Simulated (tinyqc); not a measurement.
From results back to parameters: interband optics of a two-band s-p chain from momentum matrix elements. Three cases, with inputs chosen for the exercise.

Problem. At k = 0 the chain has the gap D0 = Es - Ep_ - 2 (ts + tp), w0 = 4 a^2 V^2, and masses 2c/mc = 2 ts a^2 + 2 w0/D0, 2c/mv = 2 tp a^2 + 2 w0/D0 (c = hbar^2/2m0, mv positive for holes). The oscillator strength there is f0 = w0/(c D0). V, ts and tp are hidden.

Constants: hbar^2/2m0 = 3.80998211 eV angstrom^2.

Case 1.

Values chosen: a = 3.33 angstrom (period).
D0 = 4.0700 eV
f0 = 1.09955

mc, mv (m0): 0.415064  0.492391

Case 2.

Values chosen: a = 3.67 angstrom (period).
D0 = 2.3900 eV
f0 = 6.03551

mc, mv (m0): 0.123672  0.119493

Case 3.

Values chosen: a = 2.2 angstrom (period).
D0 = 5.1000 eV
f0 = 3.19241

mc, mv (m0): 0.261262  0.263889

Find: V; ts; tp.

Solution. w0 = f0 c D0 gives V; 1/mc - f0 = ts a^2/c and 1/mv - f0 = tp a^2/c.

Case 1.

V = 0.62 eV
ts = 0.45 eV
tp = 0.32 eV

Case 2.

V = 1.01 eV
ts = 0.58 eV
tp = 0.66 eV

Case 3.

V = 1.79 eV
ts = 0.50 eV
tp = 0.47 eV

Computed by tinyqc, one run a case: `OMP_NUM_THREADS=1 python tinyqc.py N N+1 out.jsonl` with N = 1682415, 1682471, 1682503; one thread of a shared Intel(R) Xeon(R) Processor @ 2.30GHz, about 0.01 s a run at most.
